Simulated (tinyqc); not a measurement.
# Time-domain thermoreflectance: layered heat flow under a modulated pulse train, and what the signal ratio measures, step by step

A worked calculation. Computed by tinyqc, a small Python program that keeps every step. Command: `OMP_NUM_THREADS=1 python tinyqc.py 3111992 3111993 out.jsonl tdtr walk`. One thread of a shared host (Intel(R) Xeon(R) Processor @ 2.30GHz), about 0.2 s of CPU time with the checks. Intermediate numbers are printed to about 5 digits and carried at full precision; extremes and crossings named in words are read from the listed rows.

Pulses repeat at 80 MHz; heat is laid down at the surface, all layers are isotropic, and the film is in perfect contact with the substrate.

Inputs (values chosen for the exercise, modelled on aluminium on a SiGe alloy):

| quantity | value | unit |
|---|---|---|
| metal thickness d | 100 | nm |
| metal conductivity | 180 | W/(m K) |
| metal heat capacity | 2.42 | MJ/(m^3 K) |
| boundary conductance G under the metal | 97 | MW/(m^2 K) |
| film thickness | 110 | nm |
| film conductivity | 1.1 | W/(m K) |
| film heat capacity | 2.3 | MJ/(m^3 K) |
| substrate conductivity kappa | 7.57 | W/(m K) |
| substrate heat capacity C | 1.67 | MJ/(m^3 K) |
| modulation frequency f | 5 | MHz |
| spot radius w (1/e^2, pump and probe) | 12 | micrometre |
| delay t | 140 | ps |

Stack: metal, film, substrate.

## Length and time scales

Penetration depth sqrt(kappa/(pi f C)); effusivity sqrt(kappa C); cooling time of the metal d C_m/G; Kapitza length kappa/G.

penetration depth = 0.53719 micrometre

effusivity = 3555.5 W s^(1/2)/(m^2 K)

cooling time of the metal = 2494.8 ps

Kapitza length = 78.041 nm

depth over spot radius = 0.044766

## Impedance at k = 0 and the modulation frequency

For radial wave number k and angular frequency W each layer has u = sqrt(4 pi^2 k^2 + i W C/kappa) and gamma = kappa u. Surface impedance from below: Z = 1/gamma for the substrate; a layer of thickness L maps Z to (Z + tanh(u L)/gamma)/(1 + gamma Z tanh(u L)); a boundary adds 1/G. Take k = 0 and W = 2 pi f.

Z of the substrate = 35.482-35.482i m^2 K/GW

Z at the surface = 37.751-59.587i m^2 K/GW

## Response at the modulation frequency

Response per absorbed watt H(W) = 2 pi int_0^(2/w) Z(k, W) exp(-pi^2 k^2 w^2) k dk by 20 Gauss-Legendre points.

H(2 pi f) = 0.08548-0.12688i K/mW

phase of H(2 pi f) = -56.030 degrees

## Signal at one delay

Signal: X + iY = sum_(m = -M..M) H(2 pi (f + m f_r)) exp(i 2 pi m f_r t) exp(-pi (m/M)^2 x 4), f_r = 80 MHz, M = 4000, with H(-W) the complex conjugate of H(W); V_in = X, V_out = Y, ratio = -V_in/V_out.

V_in = 0.15104 K/mW

V_out = -0.12412 K/mW

ratio -V_in/V_out = 1.2169

## Ratio and sensitivities against delay

Sensitivity S = ln(ratio'/ratio)/ln(1.01) for a rise of one input by 1 %.

Ratio and sensitivities:

| t (ps) | ratio | S to kappa | S to G | S to d | S to C | S to w | S to film conductivity |
|---|---|---|---|---|---|---|---|
| 100 | 1.2294 | 0.09275 | 0.024996 | -0.67573 | 0.09309 | -0.10035 | 0.40867 |
| 200 | 1.2015 | 0.09402 | 0.016324 | -0.67770 | 0.09435 | -0.10053 | 0.40425 |
| 400 | 1.1586 | 0.09605 | 0.007043 | -0.65643 | 0.09638 | -0.10073 | 0.39567 |
| 800 | 1.0912 | 0.09952 | -0.001629 | -0.62477 | 0.09983 | -0.10101 | 0.38112 |
| 1500 | 1.0000 | 0.10499 | -0.007617 | -0.58781 | 0.10528 | -0.10157 | 0.36199 |
| 2500 | 0.8979 | 0.11260 | -0.010522 | -0.55556 | 0.11285 | -0.10280 | 0.34336 |
| 4000 | 0.7761 | 0.12476 | -0.011595 | -0.53107 | 0.12497 | -0.10577 | 0.32673 |

The largest sensitivity in size at 100 ps is to d (-0.68). G is hardly felt. The substrate conductivity is hardly felt at 400 ps.

Checks made by the program: steady rise of a bare substrate, 1/(2 sqrt(pi) w kappa), from the same quadrature (relative difference below 1e-10).
